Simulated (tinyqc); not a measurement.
From a target to a composition: model-solid line-up of a strained alloy layer on a substrate. Two cases, with inputs chosen for the exercise.

Problem. A layer of the alloy is strained to the substrate, and its gap (Ec minus the top valence edge) is given. Find x between 0.55 and 0.96, where the gap is monotonic.

All values of the alloy are linear in x but the gap, Eg(x) = (1 - x) Eg_A + x Eg_B - C x (1 - x), and the valence edge, Ev(x) = (1 - x) Ev_A + x Ev_B + fv C x (1 - x); Ec = Ev + Eg. Ev is the top of the unstrained valence band on a scale common to all materials. In the layer only the Gamma valley of the conduction band is followed, also where an X or L valley would lie lower.

Coherent growth on a (001) face: e_par = (a_s - a)/a, e_perp = -2 (C12/C11) e_par; exx = eyy = e_par, ezz = e_perp, no shear.

Strained edges: Ec + ac tr(e); the valence edges are Ev plus the levels of the 6 x 6 matrix of X, Y, Z times spin with -Dso/3 + l exx + m (eyy + ezz) on the diagonal (cyclic), n exy off it, l = av + 2 b, m = av - b, n = sqrt(3) d. Spin-orbit term (Dso/3) L.sigma on X, Y, Z with (L_k)_ij = -i epsilon_kij: <X+|H|Y+> = -i Dso/3, <X+|H|Z-> = Dso/3, <Y+|H|Z-> = -i Dso/3, <Z+|H|X-> = -Dso/3, <Z+|H|Y-> = i Dso/3, <X-|H|Y-> = i Dso/3, and their conjugates; + and - are the spin along z.

Case 1.

Values chosen (A near InAs, B near GaAs, substrate near Ge; shifted at random, so the results belong to these values and not to a real crystal): a = (6.052, 5.646) angstrom (lattice constant of A, B); Eg = (0.416, 1.522) eV (gap at Gamma to the s-like level of A, B); Dso = (0.392, 0.34) eV (spin-orbit splitting of A, B); Ev = (-0.59, -0.79) eV (top of the unstrained valence band of A, B); ac = (-5.11, -7.16) eV (conduction deformation potential of A, B); av = (1.01, 1.17) eV (valence hydrostatic potential of A, B); b = (-1.82, -1.98) eV (tetragonal shear potential of A, B); d = (-3.59, -4.81) eV (trigonal shear potential of A, B); C11 = (84.4, 120.7) GPa (of A, B); C12 = (45, 57) GPa (of A, B); C44 = (39.7, 59.4) GPa (of A, B); C = 0.546 eV (bowing of the gap); fv = 0 (share of the bowing taken by the valence edge); a_s = 5.656 angstrom (substrate); face = 001 (growth face).

strained gap = 1.110839 eV

Case 2.

Values chosen (A near InAs, B near GaAs, substrate near Ge; shifted at random, so the results belong to these values and not to a real crystal): a = (6.056, 5.648) angstrom (lattice constant of A, B); Eg = (0.422, 1.504) eV (gap at Gamma to the s-like level of A, B); Dso = (0.391, 0.344) eV (spin-orbit splitting of A, B); Ev = (-0.59, -0.79) eV (top of the unstrained valence band of A, B); ac = (-5.09, -7.17) eV (conduction deformation potential of A, B); av = (1, 1.16) eV (valence hydrostatic potential of A, B); b = (-1.78, -2) eV (tetragonal shear potential of A, B); d = (-3.64, -4.78) eV (trigonal shear potential of A, B); C11 = (82.6, 120.8) GPa (of A, B); C12 = (45.1, 57.1) GPa (of A, B); C44 = (39.5, 60.8) GPa (of A, B); C = 0.485 eV (bowing of the gap); fv = 0 (share of the bowing taken by the valence edge); a_s = 5.658 angstrom (substrate); face = 001 (growth face).

strained gap = 1.365478 eV

Find: x; e_par; gap of the relaxed alloy.

Solution.

Case 1.

x = 0.660
e_par = -2.214 %
gap of the relaxed alloy = 1.023 eV

Bisect on x; the strained gap is 0.9965 eV at x = 0.55 and 1.4621 eV at x = 0.96.

Case 2.

x = 0.890
e_par = -0.613 %
gap of the relaxed alloy = 1.337 eV

Bisect on x; the strained gap is 1.0024 eV at x = 0.55 and 1.4474 eV at x = 0.96.

Computed by tinyqc, one run a case: `OMP_NUM_THREADS=1 python tinyqc.py N N+1 out.jsonl` with N = 1051063, 1080241; one thread of a shared Intel(R) Xeon(R) Processor @ 2.30GHz, about 0.02 s a run at most.
